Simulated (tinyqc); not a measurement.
# Stacked nanosheet transistor, parasitic resistance, capacitance and delay: several studies

Ns sheets share one contact on top; each has perimeter p = 2 (Ws + ts) and cross-section A = Ws ts; contact width Wc = Ws + 10 nm, stack height Hs = Ns pv. Sheet 1 is the top one. Contact length Lc = CPP - Lg - 2 Lsp, shared by two neighbouring gates. Source and drain sides are equal. The formulas are first-order estimates, not field solutions.

Parameters, values chosen for the exercise; values close to those of silicon logic devices: temperature T = 300 K; number of sheets Ns = 2; sheet width Ws = 15 nm; sheet thickness ts = 4 nm; vertical pitch of the sheets pv = 14 nm; vertical resistance between sheet levels rv = 187 ohm; contacted gate pitch CPP = 45 nm; gate length Lg = 16 nm; spacer length Lsp = 4 nm; relative permittivity of the spacer ks = 5.5; gate height above the channel stack Hc = 25 nm; contact resistivity rc = 3.3e-9 ohm cm^2; resistivity of the source-drain epitaxy re = 0.00036 ohm cm; current-carrying depth of the epitaxy te = 30 nm; resistivity of the extension rx = 0.00095 ohm cm; gate overlap Lov = 0.5 nm; inversion capacitance Cinv = 3.3 uF/cm^2; injection velocity vx = 1.4e7 cm/s; apparent mobility mu = 330 cm^2/(V s); threshold at zero drain voltage VT = 0.3 V; barrier lowering dl = 0.08 V/V; subthreshold factor n = 1.2; wire load Cw = 0.2 fF; supply voltage Vdd = 0.7 V.

Constants: q = 1.602176634e-19 C, kB = 1.380649e-23 J/K, eps0 = 8.8541878128e-12 F/m, Vt = kB T/q. Results are converted to the units shown.

Each table varies one quantity; the others keep the values above.

## Effect of the spacer length

Epitaxy sheet resistance Rsh = re/te, transfer length LT = sqrt(rc/Rsh), contact Rc = [sqrt(rc Rsh)/Wc] coth(Lc/(2 LT)); extension of one sheet Rx = rx Lsp/A. With N sheets: gate Cg = Cinv p N Lg; per side, plate Cp = ks eps0 [Wc (Hs + Hc) - N A]/Lsp, top fringe Cf = (2/pi) ks eps0 Wc ln(1 + Lg/(2 Lsp)), overlap Co = Cinv p N Lov. One sheet: I = p Q vx u/(1 + |u|^1.8)^(1/1.8), Q = Cinv n Vt ln(1 + exp((Vg' - VT + dl Vd')/(n Vt))), u = Vd' mu/(vx Lg), Vg' = Vgs - v, Vd' = Vds - 2 v, with the drop on each side v_j = Rc sum I + rv (sum over levels k = 2..j of the current of sheets k..Ns) + Rx I_j. Ieff = [I(Vgs = Vdd, Vds = Vdd/2) + I(Vdd/2, Vdd)]/2, total currents. With Cs = Cp + Cf + Co, the load of an inverter of two such devices driving an equal one is CL = 2 (Cg + 2 Cs) + 4 Cs + Cw (own drains counted twice for the Miller effect); delay CL Vdd/(2 Ieff).

Results:

| Lsp (nm) | Rc (ohm) | Rx/N (ohm) | Ieff (uA) | CL (aF) | delay (ps) |
|---|---|---|---|---|---|
| 2 | 1076 | 158.3 | 56.76 | 535.0 | 3.299 |
| 3 | 1166 | 237.5 | 53.56 | 454.8 | 2.972 |
| 4 | 1274 | 316.7 | 50.32 | 414.5 | 2.883 |
| 5 | 1405 | 395.8 | 47.00 | 390.1 | 2.905 |
| 8 | 2041 | 633.3 | 36.45 | 353.3 | 3.392 |
| 10 | 2941 | 791.7 | 28.49 | 340.9 | 4.187 |
| 12 | 5284 | 950.0 | 18.87 | 332.6 | 6.169 |

Estimate the missing row, Lsp = 6 nm.

Computed row:

| Lsp (nm) | Rc (ohm) | Rx/N (ohm) | Ieff (uA) | CL (aF) | delay (ps) |
|---|---|---|---|---|---|
| 6 | 1567 | 475.0 | 43.60 | 373.8 | 3.000 |

With this row back in the table: As Lsp goes from 2 to 12 nm, Ieff falls from 56.8 to 18.9 uA, CL falls from 535 to 333 aF and the delay goes from 3.30 through a minimum of 2.88 (at Lsp = 4 nm among the rows listed) to 6.17 ps. A thin spacer costs capacitance, a thick one resistance and contact length, hence the minimum. For Lsp = 2 to 3 nm the spacer is under 3.5 nm, where leakage and breakdown between gate and contact would forbid it. At Lsp = 12 nm the contact is under 8 nm long, below what liners and fill allow.

## Effect of the contacted gate pitch

Same model as above.

The same in every row: Rx/N (ohm) = 316.7; CL (aF) = 414.5.

Effect of the contacted gate pitch:

| CPP (nm) | Rc (ohm) | Ieff (uA) | delay (ps) |
|---|---|---|---|
| 36 | 2210 | 37.92 | 3.825 |
| 42 | 1481 | 47.04 | 3.084 |
| 48 | 1119 | 52.98 | 2.738 |
| 54 | 903.9 | 57.03 | 2.544 |
| 60 | 761.9 | 59.91 | 2.421 |
| 66 | 661.8 | 62.05 | 2.338 |
| 72 | 587.9 | 63.70 | 2.277 |
| 78 | 531.3 | 64.99 | 2.232 |

As CPP goes from 36 to 78 nm, Ieff rises from 37.9 to 65.0 uA, CL stays at 414 aF and the delay falls from 3.83 to 2.23 ps. Only the contact length changes, so the capacitance stays and the pitch acts through Rc.

## Effect of the number of sheets

Same model as above.

The same in every row: Rc (ohm) = 1274.

Effect of the number of sheets:

| Ns | Rx/N (ohm) | Ieff (uA) | CL (aF) | delay (ps) |
|---|---|---|---|---|
| 1 | 633.3 | 31.82 | 341.1 | 3.752 |
| 2 | 316.7 | 50.32 | 414.5 | 2.883 |
| 3 | 211.1 | 60.06 | 487.9 | 2.843 |
| 4 | 158.3 | 65.27 | 561.2 | 3.010 |
| 5 | 126.7 | 68.31 | 634.6 | 3.252 |
| 6 | 105.6 | 70.23 | 708.0 | 3.528 |

As Ns goes from 1 to 6, Ieff rises from 31.8 to 70.2 uA, CL rises from 341 to 708 aF and the delay goes from 3.75 through a minimum of 2.84 (at Ns = 3 among the rows listed) to 3.53 ps. From the first row to the last Ieff grows by a factor of 2.21 and CL by 2.08; the first step changes the delay by -23 %, the last by 8.5 %.

Program tinyqc, `OMP_NUM_THREADS=1 python tinyqc.py 2170016 2170017 out.jsonl`; Intel Xeon 2.30GHz, shared host, one thread, about 0.06 s.
